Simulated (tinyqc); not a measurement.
Kronig-Penney superlattice by transfer matrices: one step. In a field along the axis. Three cases, with inputs chosen for the exercise.

Problem. One-band picture: ladder spacing e F d, Bloch frequency e F d/(2 pi hbar), and extent W/(e F) of a Stark state, with W the width of band 1; 1 kV/cm = 1e-5 V/angstrom.

Constants: hbar = 6.58211957e-16 eV s.

Case 1.

Values chosen (out of a larger set: near those of a GaAs superlattice with barriers of AlGaAs; not measured data): a = 77 angstrom (well width); b = 21 angstrom (barrier width); F = 10 kV/cm (field along the axis).

Minibands:
```
band  bottom (eV)  top (eV)  width (meV)
1        0.039891  0.055685       15.794
2        0.162373  0.225994       63.621
3        0.367201  0.517292      150.091
```

Case 2.

Values chosen (out of a larger set: near those of a GaAs superlattice with barriers of AlGaAs; not measured data): a = 36 angstrom (well width); b = 35 angstrom (barrier width); F = 2 kV/cm (field along the axis).

Minibands:
```
band  bottom (eV)  top (eV)  width (meV)
1        0.109601  0.131288       21.687
2        0.362347  0.523708      161.361
3        0.583389  0.926226      342.837
```

Case 3.

Values chosen (out of a larger set: near those of a non-polar GaN superlattice with barriers of AlGaN; not measured data): a = 58 angstrom (well width); b = 28 angstrom (barrier width); F = 2 kV/cm (field along the axis).

Minibands:
```
band  bottom (eV)  top (eV)  width (meV)
1        0.030879  0.032844        1.965
2        0.118265  0.129586       11.321
3        0.240029  0.284118       44.089
```

Give: e F d; Bloch frequency; W/(e F d).

Solution.

Case 1.

e F d = 9.800 meV
Bloch frequency = 2.370 THz
W/(e F d) = 1.61 periods

The state spreads over about 2 periods.

Case 2.

e F d = 1.420 meV
Bloch frequency = 0.343 THz
W/(e F d) = 15.27 periods

The state spreads over about 15 periods.

Case 3.

e F d = 1.720 meV
Bloch frequency = 0.416 THz
W/(e F d) = 1.14 periods

The state spreads over about 1 period.

Computed by tinyqc, one run a case: `OMP_NUM_THREADS=1 python tinyqc.py N N+1 out.jsonl` with N = 1251142, 1251389, 1251484; one thread of a shared Intel(R) Xeon(R) Processor @ 2.30GHz, about 0.2 s a run at most.
